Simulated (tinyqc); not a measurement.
Resistance of a source-drain extension with a graded tip: two steps of the calculation.

y runs along the channel, the gate covers y > 0. The doping is N0 for y < y0 and N0 10^(-(y - y0)/la) beyond, uniform over the depth xj. Sheet conductance s(y) = q mu(N) max(N - Nch, 0) xj + (for y > 0) ma Cox Vo, with mu(N) = u0 + (u1 - u0)/(1 + (N/Nr)^au) and Cox = eps0 eox/tox. Current is taken as one-dimensional; depletion of the tip, spreading and the contact are left out. The metallurgical junction lies at yj, where N = Nch.

Values chosen for this exercise; mobility law close to that of electrons in silicon: relative permittivity of the gate insulator (close to silicon dioxide) eox = 3.9; insulator thickness tox = 1.2 nm; active doping of the extension far from the gate N0 = 5.7e19 cm^-3; lateral abruptness la = 4.4 nm/decade; position under the gate where the fall begins (gate edge at 0) y0 = 2.6 nm; depth of the extension xj = 8 nm; channel doping Nch = 2.5e18 cm^-3; gate overdrive Vo = 0.37 V; mobility of the gate-induced layer ma = 120 cm^2/(V s); mobility at low doping u1 = 1414 cm^2/(V s); mobility at high doping u0 = 68.5 cm^2/(V s); reference doping Nr = 9.2e16 cm^-3; exponent au = 0.711; gate length Lg = 90 nm.

Constants: q = 1.602176634e-19 C, eps0 = 8.8541878128e-14 F/cm where lengths are in cm. Results are converted to the units shown.

Question 1. Sheet resistances and junction position. yj = y0 + la log10(N0/Nch); sheet resistance of the full extension 1/[q mu(N0)(N0 - Nch) xj] and of the gate-induced layer 1/(ma Cox Vo); metallurgical length Lg - 2 yj; ye is where the doped and the gate-induced conductances are equal.

Give: yj; sheet resistance of the extension; sheet resistance of the induced layer; metallurgical length; ye; N at ye.

Answer 1.

yj = 8.5749 nm
sheet resistance of the extension = 1739.8 ohm/square
sheet resistance of the induced layer = 7826.8 ohm/square
metallurgical length = 72.850 nm
ye = 5.6559 nm
N at ye = 1.1517e19 cm^-3

The gate takes over 2.92 nm before the junction, where N is still 4.61 times the channel doping.

Question 2. Resistance of the overlapped part. Midpoint rule on 12 equal steps from 0 to yj: R_ov = sum h/s(y), per width.

Give: y; N; doped conductance; sheet resistance; R_ov.

Answer 2.

y, point 0 to 11 (nm): [0.3573, 1.072, 1.786, 2.501, 3.216, 3.930, 4.645, 5.359, 6.074, 6.788, 7.503, 8.218]
N, point 0 to 11 (cm^-3): [5.700e19, 5.700e19, 5.700e19, 5.700e19, 4.130e19, 2.842e19, 1.955e19, 1.345e19, 9.254e18, 6.367e18, 4.381e18, 3.014e18]
doped conductance, point 0 to 11 (uS): [574.8, 574.8, 574.8, 574.8, 426.6, 302.1, 213.4, 149.2, 101.6, 65.21, 36.06, 11.36]
sheet resistance, point 0 to 11 (ohm/square): [1423, 1423, 1423, 1423, 1804, 2326, 2931, 3611, 4360, 5182, 6104, 7188]
R_ov = 28.01 ohm um

tinyqc, about 0.05 s, one thread, Intel Xeon 2.30GHz (shared host): `OMP_NUM_THREADS=1 python tinyqc.py 2282046 2282047 out.jsonl`
